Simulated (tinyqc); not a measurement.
## Thermal resistances of a two-die stack

Inverse problem. Heat leaves through the lower die only, and the system is linear. Find the resistance R1 from the lower die to the coolant, R2 between the dies, and the rise of the upper die when both are powered.

Parameters, values chosen for the exercise:
```
symbol,value,unit,meaning
P1,20,W,power of the lower die
P2,15,W,power of the upper die
```

rises of the lower and upper die with only the lower one powered (K): [11, 11]
rises of the lower and upper die with only the upper one powered (K): [8.25, 12.75]

Answer. With only the lower die powered no heat crosses R2, so both dies rise by P1 R1; the difference in the second test is P2 R2; rises add.

R1 = 0.5500 K/W
R2 = 0.3000 K/W
rise of the upper die = 23.75 K

Numbers from tinyqc (`OMP_NUM_THREADS=1 python tinyqc.py 2162020 2162021 out.jsonl`; about 0.02 s on one thread of a shared Intel Xeon 2.30GHz).
